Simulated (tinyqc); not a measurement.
Band bending at a free surface with one surface level, surface photovoltage and Kelvin probe: two steps of the calculation.

n-type bulk, xi = Ec - EF = Vt ln(Nc/Nd), p0 = ni^2/Nd, ni = sqrt(Nc Nv) exp(-Eg/(2 Vt)), Eg in volts. b is the upward band bending, u = b/Vt. Space charge per area, in units of q: Qc = sign(b) sqrt((2 eps0 eps_r Vt/q) [(Nd + dn)(exp(-u) - 1) + Nd u + (p0 + dn)(exp(u) - 1)]), with dn the excess density under light (flat quasi-Fermi levels; 0 in the dark). The level holds -Ns f, f = 1/(1 + exp((xi + b - Es)/Vt)). Neutrality: Qc + Qf + (charge of the states) = 0.

Inputs (values chosen for the exercise); band and dielectric values close to those of 4H silicon carbide:
- T = 300 K (temperature)
- Eg = 3.29 eV (band gap)
- eps_r = 9.8 (relative permittivity)
- Nc = 1.71e19 cm^-3 (conduction-band density of states at T)
- Nv = 2.52e19 cm^-3 (valence-band density of states at T)
- chi = 3.63 eV (electron affinity)
- Nd = 8.4e17 cm^-3 (donor density)
- Qf = 1.5e11 cm^-2 (fixed positive charge at the surface)
- pt = 4.89 eV (work function of the probe tip)
- Ns = 1e13 cm^-2 (density of an acceptor-like surface level)
- Es = 0.41 eV (its depth below the conduction edge)

Constants: q = 1.602176634e-19 C, kB = 1.380649e-23 J/K, Vt = kB T/q, eps0 = 8.8541878128e-14 F/cm where lengths are in cm. Results are converted to the units shown.

Question 1. Charges against band bending. Evaluate Qc, the surface charge Qf - Ns f and their sum in the dark; the root lies where the sum changes sign.

b, point 0 to 6 (V): [0.111, 0.185, 0.259, 0.332, 0.406, 0.48, 0.554]

Wanted: Qc; surface charge; sum.

Answer 1.

Qc, point 0 to 6 (cm^-2): [8.8201e11, 1.2034e12, 1.4565e12, 1.6690e12, 1.8598e12, 2.0328e12, 2.1921e12]
surface charge, point 0 to 6 (cm^-2): [-9.8481e12, -9.8163e12, -9.2914e12, -4.8594e12, -3.9233e11, 1.1735e11, 1.4813e11]
sum, point 0 to 6 (cm^-2): [-8.9661e12, -8.6129e12, -7.8350e12, -3.1904e12, 1.4675e12, 2.1501e12, 2.3403e12]

The sum rises steadily with b, so there is one root; bisection gives b = 0.36929 V.

Question 2. Work function and Kelvin-probe reading. Work function chi + xi + b; contact potential difference CPD = (work function of the sample) - pt. Depth of EF below Ec at the surface: xi + b. Depletion width Qc/Nd.

converged b = 0.36928615 V

Give: xi + b; Qc; Qc/Nd; work function; CPD.

Answer 2.

xi + b = 0.44719 eV
Qc = 1.7677e12 cm^-2
Qc/Nd = 21.044 nm
work function = 4.0772 eV
CPD = -812.81 mV

The level is 19.2 % filled: the Fermi level is pinned at it.

Program tinyqc, `OMP_NUM_THREADS=1 python tinyqc.py 2430059 2430060 out.jsonl`; Intel Xeon 2.30GHz, shared host, one thread, about 0.01 s.
